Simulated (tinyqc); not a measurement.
# Bandgap voltage reference from two bipolar transistors: output against temperature

Two transistors of area 1 and N carry the same current I. Is(T) = Is (T/T0)^eta exp[(Vg0 q/kB)(1/T0 - 1/T)], VBE1 = Vt ln(I/Is(T)) + I rb, VBE2 = Vt ln(I/(N Is(T))) + I rb/N. The amplifier forces I R1(T) = VBE1 - VBE2 + Vos, with R(T) = R (1 + tc (T - T0)) for both resistors, and the output is Vref = VBE1 + I R2(T). Base currents and the Early effect are neglected.

Vt = kB T/q; I = (Vt ln N + Vos)/(R1(T) - rb (1 - 1/N)).

Inputs (values chosen for the exercise); values of the order met in silicon bipolar transistors:
- T0 = 300 K (reference temperature)
- Vg0 = 1.141 V (band-gap voltage extrapolated to 0 K)
- eta = 3.8 (temperature exponent of the saturation current)
- Is = 3.6e-18 A (saturation current of the unit transistor at T0)
- N = 8 (area ratio of the second transistor)
- R1 = 28 kohm (resistor across which the difference of VBE falls, at T0)
- tc = 0 ppm/K (temperature coefficient of both resistors)
- Vos = 0 mV (offset of the amplifier)
- rb = 0 ohm (series resistance of the unit transistor)
- R2 = 273.8 kohm (output resistor at T0)

Constants: q = 1.602176634e-19 C, kB = 1.380649e-23 J/K. Results are converted to the units shown.

Result of one run:
```
I (uA)	VBE1 (V)	I R2 (V)	Vref (V)	Vref - Vref(T0) (mV)	dVref/dT (uV/K)
1.747	0.7441	0.4784	1.223	-1.234	57.27
```

Which temperature T gave this result: 218, 273, 298, 323 or 348 K?

T = 273 K.

The whole series:
```
T (K)	I (uA)	VBE1 (V)	I R2 (V)	Vref (V)	Vref - Vref(T0) (mV)	dVref/dT (uV/K)
218	1.395	0.8359	0.3820	1.218	-5.821	111.6
233	1.491	0.8112	0.4083	1.219	-4.269	95.49
253	1.619	0.7779	0.4433	1.221	-2.561	75.62
273	1.747	0.7441	0.4784	1.223	-1.234	57.27
298	1.907	0.7015	0.5222	1.224	-0.07063	36.13
323	2.067	0.6583	0.5660	1.224	0.5863	16.69
348	2.227	0.6147	0.6098	1.225	0.7758	-1.300
373	2.387	0.5707	0.6536	1.224	0.5316	-18.04
398	2.547	0.5262	0.6974	1.224	-0.1171	-33.69
423	2.707	0.4814	0.7412	1.223	-1.145	-48.39
```

VBE1 falls by 1.73 mV/K on average and I R2 rises by 1.75 mV/K. The slope of Vref vanishes at T = 346 K. Between 233 and 398 K Vref spans 5.05 mV, or 25.0 ppm/K by the box method (span over the average over T, over 165 K).

tinyqc, about 0.02 s, one thread, Intel Xeon 2.30GHz (shared host): `OMP_NUM_THREADS=1 python tinyqc.py 2062144 2062145 out.jsonl`
